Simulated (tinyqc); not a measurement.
Choosing the offset: vacuum evaporation: vapour pressure, source flux, thickness distribution, purity and step coverage. Computed by tinyqc, a small Python program. Command: `OMP_NUM_THREADS=1 python tinyqc.py 3111198 3111199 out.jsonl evap walk`. One thread of a shared host (Intel(R) Xeon(R) Processor @ 2.30GHz), about 0.01 s of CPU time with the checks.

Molecular flow, unit sticking of the metal, no re-evaporation. The background gas is taken as water vapour (18.015 g/mol, collision diameter 0.37 nm) at 300 K.

Inputs (values chosen for the exercise, modelled on nickel, with constants for the liquid): directionality n = 1; source-to-wafer distance h = 60 cm; wafer radius R = 2.5 cm.

Method. Rotating wafer, source offset by s and facing upwards: thickness at radius r is the mean over the angle a of (1 + (r^2 + s^2 - 2 r s cos a)/h^2)^(-(n + 3)/2), by 360 equal steps; non-uniformity (max - min)/(max + min) over 21 radii from 0 to R. The curvature at the centre vanishes at s/h = sqrt(2/(n + 3)).

Against the offset:
```
s/h  centre thickness  edge over centre  non-uniformity (%)
0.0            1.0000            0.9965             0.17346
0.2            0.9246            0.9971             0.14759
0.4            0.7432            0.9982             0.08778
0.5            0.6400            0.9989             0.05564
0.6            0.5407            0.9995             0.02639
0.7            0.4504            1.0000             0.00168
0.8            0.3718            1.0004             0.01797
0.9            0.3052            1.0007             0.03277
1.1            0.2047            1.0010             0.05041
```

The best row, s/h = 0.7, has 0.0017 % against 0.17 % on the axis, at the price of a rate lower by a factor 2.22; the small-wafer optimum is sqrt(2/(n + 3)) = 0.71.

Extremes, crossings and ranges named in words are read from the listed rows.
